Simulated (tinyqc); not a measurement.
Far from Gamma: eight-band Kane k.p model.

Eight-band Kane model, basis S, X, Y, Z times spin, zero of energy at the top of the unstrained valence band, c = hbar^2/2m0. Within each spin: H_SS = Eg + A c k^2, H_SX = i P kx (likewise Y, Z), H_XX = -Dso/3 + L kx^2 + M (ky^2 + kz^2), H_XY = N kx ky, and cyclic. Spin-orbit term (Dso/3) L.sigma on X, Y, Z with (L_k)_ij = -i epsilon_kij: <X+|H|Y+> = -i Dso/3, <X+|H|Z-> = Dso/3, <Y+|H|Z-> = -i Dso/3, <Z+|H|X-> = -Dso/3, <Z+|H|Y-> = i Dso/3, <X-|H|Y-> = i Dso/3, and their conjugates; + and - are the spin along z. Terms from inversion asymmetry are left out, so every level is twofold.

P = sqrt(Ep c); A = 1/me - Ep (Eg + 2 Dso/3)/(Eg (Eg + Dso)) keeps the electron mass; g1' = g1 - Ep/(3 Eg), g2' = g2 - Ep/(6 Eg), g3' = g3 - Ep/(6 Eg) remove the coupling to S that the Luttinger values already hold; L = -c (g1' + 4 g2'), M = -c (g1' - 2 g2'), N = -6 c g3'.

Constants: hbar^2/2m0 = 3.80998211 eV angstrom^2.

Values chosen for the exercise (near those of GaSb; the results hold for these values, not for the real material): Eg = 0.806 eV (gap at Gamma to the s-like level); Dso = 0.715 eV (spin-orbit splitting); Ep = 26.4 eV (Kane energy); me = 0.0404 m0 (electron mass at Gamma); g1 = 13.54 (Luttinger gamma1); g2 = 4.71 (gamma2); g3 = 5.93 (gamma3).

Pairs 3 and 4 along [100] out to 3.2 1/angstrom, beyond the zone edge but about the reach pi/h of a grid with h = 1 angstrom, with Ep as given and with Ep rescaled so that A = 1: Ep = (1/me - 1) Eg (Eg + Dso)/(Eg + 2 Dso/3). Crossings of E = Eg/2 are found on a scan of 320 points from 0.05 to 3.2 and refined by bisection.

Levels (eV):
```
kx (1/angstrom)    pair 3  pair 4  pair 3, rescaled  pair 4, rescaled
0.0                 0.000   0.806             0.000             0.806
0.4                -2.512   3.572            -2.512             3.586
0.8               -10.046   5.973           -10.046             6.499
1.2               -21.210   8.105           -22.604            10.024
1.6               -34.051  10.287           -40.185            14.523
2.0               -50.156  12.701           -62.789            20.136
2.4               -69.630  15.443           -90.415            26.916
2.8               -92.525  18.565          -123.065            34.888
3.2              -118.872  22.097          -160.739            44.064
```

A (a pure number) and L (eV angstrom^2) as given: -2.869  1.426

rescaled Ep = 22.70 eV

A and L rescaled: 1.000  -16.055

Crossings of mid-gap:
```
set       number  first kx (1/angstrom)
as given       0                      -
rescaled       0                      -
```

Is the parameter set safe for a calculation on a fine real-space grid?

Along this line and up to 3.2 1/angstrom, yes: no level crosses the middle of the gap; but A < 0 or L > 0 bends a band towards the gap, so this scan alone does not clear the set: other directions, such as [110] and [111], should be scanned too, and interfaces can still cause trouble. At large kx the S and X states dominate and (A c k^2)(L k^2) - P^2 k^2 must vanish for a state in the gap, which needs A L > 0, near k = P/sqrt(A c L); here A = -2.869 and L = 1.426 have opposite signs. In the rerun with Ep = 22.70 eV, A = 1.000 and L = -16.055 have opposite signs, and no level crosses. Electron, heavy- and light-hole masses at Gamma are the same for both sets.

Program tinyqc; command `OMP_NUM_THREADS=1 python tinyqc.py 1050880 1050881 out.jsonl`; about 0.07 s on one thread of a shared Intel(R) Xeon(R) Processor @ 2.30GHz.
